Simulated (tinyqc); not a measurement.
Errors against cell size: correction of a charged-defect supercell by a model charge and potential alignment (plane-averaged potentials). Computed by tinyqc, a small Python program. Command: `OMP_NUM_THREADS=1 python tinyqc.py 3114190 3114191 out.jsonl align walk`. One thread of a shared host (Intel(R) Xeon(R) Processor @ 2.30GHz), about 0.01 s of CPU time with the checks.

The "true" defect charge is (1 - x) q in a Gaussian of width sigma plus x q in one of width sigma_t, so the exact answer is known; the correction sees only a single model Gaussian of width sigma_m. A Gaussian of width s has the transform rho(G) = exp(-G^2 s^2/2), normalised to 1. A uniform background cancels q, so G = 0 is left out. Potentials are those felt by a unit positive charge. E_0 is the formation energy of the isolated defect, E_cell its value in the supercell, E_lat = E_iso - E_per of the model charge, C the true less the model potential far from the defect; the exact correction is E_0 - E_cell, and the error of a scheme is E_cell plus its correction less E_0.

Inputs (values chosen for the exercise, with screening close to that of SiO2): defect charge q = 3 e; dielectric constant eps = 3.99; edge of the cubic cell L = 16.5 angstrom; width sigma of the true defect charge = 1.5 angstrom; width sigma_m of the model charge = 1 angstrom; share x of the charge in a wide tail = 0; width sigma_t of the tail = 3.1 angstrom.

Constants: e^2/(4 pi eps_0) = 14.39964548 eV angstrom.

Method:
- Periodic energy E_per = (2 pi q^2/(eps L^3)) (e^2/(4 pi eps_0)) sum_(G != 0) rho(G)^2/G^2, G = (2 pi/L)(n1, n2, n3), |n_i| <= 16. Isolated energy: two Gaussians of charges q_a, q_b and widths a, b interact by q_a q_b (e^2/(4 pi eps_0 eps)) sqrt(2/pi)/sqrt(a^2 + b^2), and the self-energy is half the sum over pairs.
- Plane-averaged potential at distance z from the defect: V(z) = (4 pi q/(eps L^3)) (e^2/(4 pi eps_0 e)) sum_(m != 0) rho(G_m) cos(G_m z)/G_m^2, G_m = 2 pi m/L, |m| <= 40.
- Schemes: none; point-charge term alpha q^2 e^2/(4 pi eps_0 eps 2 L), alpha = 2.837297; E_lat of the model; E_lat - q C with C at z = L/2.

Error against E_0 (meV):
```
L (angstrom)     none  point charge  model charge  model and alignment
11.5          -3704.9        301.92        167.73              0.13623
14.0          -3124.0        167.34         92.97              0.00189
16.5          -2690.4        102.22         56.79              0.00001
19.8          -2268.0         59.15         32.86              0.00000
```

Between the last two rows the uncorrected error scales as L^-0.94 and the point-charge remainder as L^-3.00. With alignment the error is +0.1 meV in the smallest cell and 0.00 meV in the largest.

Extremes, crossings and ranges named in words are read from the listed rows.
